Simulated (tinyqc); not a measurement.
What each parameter does: tight-binding t2g bands of a cubic perovskite.

Orbitals yz, zx, xy (X, Y, Z below) times spin. E_xy = Dt + 2t (2 - cos x - cos y) + 2 td (1 - cos z) + 4 t2 (1 - cos x cos y) with x = kx a and so on; yz and zx follow by cyclic change, without Dt. Spin-orbit term -(Dso/3) L.sigma + Dso/3 with (L_k)_ij = -i epsilon_kij in X, Y, Z: for Dt = 0 the quartet lies at 0 and the doublet at Dso.

Values chosen for the exercise (of the size met in SrTiO3 and KTaO3; not measured data):
- t = 0.374 eV (strong hopping)
- td = 0.024 eV (weak hopping)
- t2 = 0.043 eV (diagonal hopping in the plane of the orbital)
- Dso = 0.443 eV (spin-orbit splitting at Gamma)
- Dt = 0.019 eV (shift of xy (tetragonal field or confinement))
- k = (0.03, 0.04, 0.13) 2 pi/a (wave vector)

The three pairs at k.

Results for these values:
```
case  pair 1 (eV)  pair 2 (eV)  pair 3 (eV)
base       0.1347       0.3126       0.7002
```

What happens to each result for td = 0.036 eV, all else kept?

Answer: pair 1 rises from 0.1347 to 0.1412; pair 2 rises from 0.3126 to 0.3132; pair 3 rises from 0.7002 to 0.7020.

The same for each parameter in turn:
```
case             pair 1 (eV)  pair 2 (eV)  pair 3 (eV)
base                  0.1347       0.3126       0.7002
t = 0.4114 eV         0.1418       0.3380       0.7222
td = 0.036 eV         0.1412       0.3132       0.7020
t2 = 0.063 eV         0.1422       0.3392       0.7232
Dso = 0.5759 eV       0.1390       0.3126       0.8288
Dt = -0.011 eV        0.1094       0.3126       0.6955
```

Run: tinyqc, `OMP_NUM_THREADS=1 python tinyqc.py 1481974 1481975 out.jsonl`; Intel(R) Xeon(R) Processor @ 2.30GHz, one thread, shared host; about 0.01 s of CPU time with all checks.
